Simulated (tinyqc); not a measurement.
Resistance of a tapered via with liner, size effect and interface: one step of the calculation.

A round via whose diameter grows from db at the bottom as D(z) = db + 2 z/tan(ang). The fill, of diameter D - 2 tl, starts above the bottom liner (thickness fb tl) and has rho = rho0 (1 + ks lam/(D - 2 tl)); the sidewall liner conducts in parallel with it. The bottom liner and the interface are crossed over the full area pi db^2/4. Spreading in the lines above and below is left out.

Question. Slices of the via. Slices between z0 = fb tl and hv, evaluated at their midpoints: conductance per length pi/4 [(D - 2 tl)^2/rho + (D^2 - (D - 2 tl)^2)/rl], slice resistance = slice height over that. 8 slices.

Inputs (values chosen for the exercise); fill metal close to cobalt: diameter at the bottom db = 26 nm; height hv = 88 nm; sidewall angle ang = 87 degrees; bulk resistivity of the fill rho0 = 6.36 uohm cm; mean free path of the fill lam = 11.9 nm; size-effect factor ks = 1.2; liner on the sidewall tl = 1.9 nm; liner at the bottom over that on the sidewall fb = 0.5; resistivity of the liner rl = 200 uohm cm.

Give: z; D; rho; slice resistance.

Answer.

```
slice  z (nm)  D (nm)  rho (uohm cm)  slice resistance (ohm)
0      6.3906  26.670         10.331                  2.6867
1      17.272  27.810         10.143                  2.3960
2      28.153  28.951         9.9710                  2.1490
3      39.034  30.091         9.8144                  1.9376
4      49.916  31.232         9.6708                  1.7553
5      60.797  32.372         9.5386                  1.5971
6      71.678  33.513         9.4166                  1.4590
7      82.559  34.654         9.3036                  1.3378
```

Computed by the program tinyqc: `OMP_NUM_THREADS=1 python tinyqc.py 2750006 2750007 out.jsonl`, one thread of a shared Intel Xeon 2.30GHz, about 0.01 s for the whole run.
